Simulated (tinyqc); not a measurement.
A particle near a wafer in liquid: double-layer and van der Waals forces (DLVO), deposition barrier and removal: one step, computed by the program tinyqc.

Sphere and flat wall, Derjaguin approximation, constant potentials in the linear-superposition form, no retardation and no hydration force.

Question. Energy and force at one gap. U(h) = Z R exp(-kappa h) - A R/(6 h); F(h) = -dU/dh = kappa Z R exp(-kappa h) - A R/(6 h^2), positive for repulsion.

Inputs (values chosen for the exercise, of the order of those for ceria on silica in water):
```
quantity              value  unit
particle radius R       380    nm
Hamaker constant A  1.5e-20     J
temperature T           323     K
gap h                    11    nm
```

Z = 7.533351 pN

kappa = 0.06859139 1/nm

Constants: k_B = 1.380649e-23 J/K.

Give: double-layer energy; van der Waals energy; U(h); F(h).

Answer.

double-layer energy = 301.9 k_B T

van der Waals energy = -19.37 k_B T

U(h) = 282.5 k_B T

F(h) = 84.48 pN

Caution: for kappa h below 1 linear superposition is only rough, and charge regulation matters.
